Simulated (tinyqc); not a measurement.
# Effect of the position of a charge sheet

One sheet of 7e11 cm^-2 lies at the depth x from the gate; it shifts Vfb by -(q/eps0) Q s, with s = x/e2 in layer 2 and t2/e2 + (x - t2)/e1 in layer 1, and it induces the share s/(t1/e1 + t2/e2) of its image in the semiconductor.

Values chosen for this exercise: thickness of layer 1, next to the semiconductor t1 = 1.9 nm; relative permittivity of layer 1 e1 = 4.04; thickness of layer 2, next to the gate t2 = 4.5 nm; relative permittivity of layer 2 e2 = 25.3.

Constants: q = 1.602176634e-19 C, eps0 = 8.8541878128e-14 F/cm where lengths are in cm. Results are converted to the units shown.

Effect of the position of a charge sheet:
```
x (nm)	shift (mV)	image in the semiconductor (%)
0	0	0
0.8	-4.0052	4.8785
1.6	-8.0105	9.7570
2.4	-12.016	14.635
3.2	-16.021	19.514
4	-20.026	24.392
4.8	-31.935	38.898
5.6	-57.018	69.449
6.4	-82.100	100.00
```

The shift grows from 0 at the gate to -82.1 mV at the semiconductor, by -5.01 mV/nm in layer 2 and -31.4 mV/nm in layer 1, the ratio of the permittivities. A sheet between the layers has 27.4 % of its full effect.

Computed by the program tinyqc: `OMP_NUM_THREADS=1 python tinyqc.py 2010159 2010160 out.jsonl`, one thread of a shared Intel Xeon 2.30GHz, about 0.01 s for the whole run.
